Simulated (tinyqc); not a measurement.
# p-type polysilicon, carrier trapping at grain boundaries: what changes with what

One-dimensional grains of size Lg, uniform ionised doping N, monovalent traps Qt at each boundary at a depth Et below (for electrons) or above (for holes) the band edge there, abrupt depletion of width W on each side of a boundary, Boltzmann statistics. xi is the distance from the band edge at the grain centre to the Fermi level. Trapped charge Qt/(1 + exp((xi + VB - Et)/Vt)) = 2 N W, barrier VB = q N W^2/(2 eps0 eps_r).

Parameters, values chosen for the exercise; values of the order met in polycrystalline silicon:
- T = 250 K (temperature)
- eps_r = 11.7 (relative permittivity)
- NB = 2.02e19 cm^-3 (valence-band density of states at T)
- Lg = 90 nm (grain size)
- Qt = 4.5e12 cm^-2 (trap density of a grain boundary)
- Et = 0.4 eV (depth of the trap level from the majority band edge at the boundary)
- ms = 0.54 m0 (mass for thermionic emission)
- fe = 1 (correction factor of the emission rate)
- mug = 60 cm^2/(V s) (mobility inside the grains)
- N = 3.1e18 cm^-3 (doping)

Constants: q = 1.602176634e-19 C, kB = 1.380649e-23 J/K, m0 = 9.1093837015e-31 kg, Vt = kB T/q, eps0 = 8.8541878128e-14 F/cm where lengths are in cm. Results are converted to the units shown.

Each table varies one quantity; the others keep the values above.

## Effect of the doping

If the trap equation with xi = Vt ln(NB/N) has a root W < Lg/2, the grain is partly depleted; otherwise W = Lg/2 and the trap equation gives xi = Et - VB + Vt ln(Qt/(N Lg) - 1). N* = Qt/Lg. n0 = NB exp(-xi/Vt); mean density n0 (1 - 2 W/Lg) by charge balance in a partly depleted grain, and n0 (sqrt(pi)/2) erf(u)/u with u = sqrt(VB/Vt) in a fully depleted one; v = sqrt(kB T/(2 pi ms m0)); barrier resistivity Vt exp(VB/Vt)/(q fe n0 v Lg); grain resistivity (1 - 2 W/Lg)/(q n0 mug); effective mobility 1/(q mean density total resistivity). Rows with xi above 0.45 V, towards mid-gap, are left out, since the other carrier type is ignored.

Effect of the doping:
```
N (cm^-3),N/N*,depleted share 2 W/Lg,VB (V),xi (V),mean density (cm^-3),resistivity (ohm cm),effective mobility (cm^2/(V s))
2.5e16,0.05000,1.000,0.03915,0.4243,3.505e10,4.869e5,365.7
4.6e16,0.09200,1.000,0.07203,0.3773,2.403e11,2.529e5,102.7
8.5e16,0.1700,1.000,0.1331,0.3011,6.141e12,1.251e5,8.124
1.6e17,0.3200,1.000,0.2505,0.1657,2.398e15,5.445e4,0.04779
2.9e17,0.5800,0.8267,0.3103,0.09142,5.026e16,2.782e4,0.004464
5.3e17,1.060,0.6098,0.3086,0.07843,2.068e17,1.402e4,0.002152
9.7e17,1.940,0.4415,0.2961,0.06541,5.417e17,4292,0.002684
1.8e18,3.600,0.2772,0.2165,0.05209,1.301e18,57.57,0.08332
3.3e18,6.600,0.1515,0.1186,0.03903,2.800e18,0.3604,6.185
6.1e18,12.20,0.08197,0.06418,0.02580,5.600e18,0.03007,37.07
```

Read the table: what changes, and by how much?

As N goes from 2.5e16 to 6.1e18, VB goes from 0.0391 through a maximum of 0.310 (at N = 2.9e17 among the rows listed) to 0.0642 V, the resistivity falls from 4.87e5 to 0.0301 ohm cm and the effective mobility goes from 366 through a minimum of 0.00215 (at N = 5.3e17 among the rows listed) to 37.1 cm^2/(V s). The steepest fall of the resistivity among the rows, as N^(-8.4), lies between N = 1.8e18 and 3.3e18 cm^-3; N* = 5.00e17 cm^-3. While the grain is fully depleted VB grows as N; once the traps are full it falls as 1/N. For N = 1.8e18, 3.3e18, 6.1e18 xi is under 2.5 Vt, where Boltzmann statistics begin to fail. For N = 2.9e17 the grain is near the changeover between partial and full depletion, within a few Debye lengths, where both limits are rough. For N = 2.5e16, 4.6e16 the effective mobility exceeds mug, since drift through the depleted part of the grain is left out.

## Effect of the grain size

Same model as above.

N* = Qt/Lg.

Effect of the grain size:
```
Lg (nm),N/N*,depleted share 2 W/Lg,VB (V),xi (V),mean density (cm^-3),resistivity (ohm cm),effective mobility (cm^2/(V s))
10,0.6889,1.000,0.05993,0.3229,3.254e12,1.042e5,18.42
17,1.171,0.8539,0.1263,0.04038,4.530e17,2.687,5.128
31,2.136,0.4683,0.1263,0.04038,1.648e18,1.489,2.543
53,3.651,0.2739,0.1263,0.04038,2.251e18,0.8847,3.134
94,6.476,0.1544,0.1263,0.04038,2.621e18,0.5135,4.637
160,11.02,0.09072,0.1263,0.04038,2.819e18,0.3155,7.018
290,19.98,0.05005,0.1263,0.04038,2.945e18,0.1891,11.21
500,34.44,0.02903,0.1263,0.04038,3.010e18,0.1238,16.75
```

What does the comparison show?

As Lg goes from 10 to 500, VB rises from 0.0599 to 0.126 V, the resistivity falls from 1.04e5 to 0.124 ohm cm and the effective mobility goes from 18.4 through a minimum of 2.54 (at Lg = 31 among the rows listed) to 16.8 cm^2/(V s). For Lg = 17, 31, 53, 94, 160, 290, 500 xi is under 2.5 Vt, where Boltzmann statistics begin to fail. For Lg = 17 the grain is near the changeover between partial and full depletion, within a few Debye lengths, where both limits are rough.

Numbers from tinyqc (`OMP_NUM_THREADS=1 python tinyqc.py 2830145 2830146 out.jsonl`; about 0.01 s on one thread of a shared Intel Xeon 2.30GHz).
